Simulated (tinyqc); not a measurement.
From results back to parameters: heavy doping: gap narrowing, degeneracy and the minority density. Three cases, with inputs chosen for the exercise.

Problem. Narrowing at two dopings was computed from hidden E0 and N0, with N0 below Na.

Empirical narrowing (Slotboom form, constants chosen for the exercise; published fits of this form give the apparent narrowing, here it is taken as the true one): dEg = E0 [ln(N/N0) + sqrt(ln(N/N0)^2 + C)].

Find: N0; E0.

Method. The ratio dEg(Nb)/dEg(Na) depends on N0 alone and rises steadily with it; solve for ln N0 by bisection, then E0 from either value.

Case 1.

Values chosen (out of a larger set: gap and densities of states near those of Si at this temperature; narrowing constants near the fits for Si; not measured data): C = 0.5 (smoothing constant); Na = 8.2e+17 1/cm^3; Nb = 2.5e+19 1/cm^3.

dEg(Na) = 29.8696 meV
dEg(Nb) = 72.8045 meV

Solution.

N0 = 8.2e+16 1/cm^3
E0 = 6.34 meV

Case 2.

Values chosen (out of a larger set: gap and densities of states near those of Si at this temperature; narrowing constants near the fits for Si; not measured data): C = 0.5 (smoothing constant); Na = 1.6e+18 1/cm^3; Nb = 4.8e+19 1/cm^3.

dEg(Na) = 33.6387 meV
dEg(Nb) = 81.7618 meV

Solution.

N0 = 1.6e+17 1/cm^3
E0 = 7.14 meV

Case 3.

Values chosen (out of a larger set: gap and densities of states near those of Si at this temperature; narrowing constants near the fits for Si; not measured data): C = 0.5 (smoothing constant); Na = 8.3e+17 1/cm^3; Nb = 2.5e+19 1/cm^3.

dEg(Na) = 35.0521 meV
dEg(Nb) = 85.2566 meV

Solution.

N0 = 8.3e+16 1/cm^3
E0 = 7.44 meV

Computed by tinyqc, one run a case: `OMP_NUM_THREADS=1 python tinyqc.py N N+1 out.jsonl` with N = 1681853, 1681913, 1682170; one thread of a shared Intel(R) Xeon(R) Processor @ 2.30GHz, about 0.01 s a run at most.
